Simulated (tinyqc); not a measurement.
# Charge pumping in an n-channel transistor, step by step

Computed by the program tinyqc: `OMP_NUM_THREADS=1 python tinyqc.py 2030134 2030135 out.jsonl`, one thread of a shared Intel Xeon 2.30GHz, about 0.01 s for the whole run. Printed values are rounded.

The gate is pulsed from accumulation to inversion and back. Energies E are counted from the intrinsic level; Dit(E) = D0 [1 + b (2 E/Eg)^2]. During each edge the traps near the bands emit their carriers, and those between Eh and Ee recombine once a cycle.

Values chosen for this exercise; band and dielectric values close to those of silicon: temperature T = 300 K; band gap Eg = 1.14 eV; conduction-band density of states at 300 K Nc = 2.8e19 cm^-3; valence-band density of states at 300 K Nv = 2.7e19 cm^-3; gate area A = 0.13 um^2; trap density at midgap D0 = 6.1e10 cm^-2 eV^-1; rise of the trap density towards the band edges b = 0; cross-section for electrons sn = 1e-16 cm^2; cross-section for holes sp = 4.3e-16 cm^2; thermal velocity at 300 K, one nominal value for electrons and holes vth = 1e7 cm/s; Vth - Vfb dV = 0.98 V; pulse height Va = 2.9 V; frequency f = 29000 Hz; rise time tr = 1400 ns; fall time tf = 1100 ns.

Constants: q = 1.602176634e-19 C, kB = 1.380649e-23 J/K, Vt = kB T/q. Results are converted to the units shown.

Range of the model: The Fermi levels of inversion and accumulation are taken to lie beyond Ee and Eh, the flat tops to fill all traps, and no geometric current is added.

## Emission levels

ni = sqrt(Nc Nv) exp(-Eg/(2 Vt)), Eg in volts; emission times te = (dV/Va) tf and th = (dV/Va) tr; Ee = -Vt ln(vth sn ni te), Eh = +Vt ln(vth sp ni th).

ni = 7.30605e9 cm^-3
te = 371.724 ns
th = 473.103 ns
Ee = 0.331330 eV
Eh = -0.287387 eV

The window covers 54.3 % of the gap.

## Pumped charge and current

Nit = integral of Dit from Eh to Ee = D0 [Ee - Eh + 4 b (Ee^3 - Eh^3)/(3 Eg^2)], Qcp = q A Nit, Icp = f Qcp.

Nit = 3.77417e10 cm^-2
mean Dit = 6.1e10 cm^-2 eV^-1
traps pumped a cycle = 49.0643
Icp = 0.227968 pA
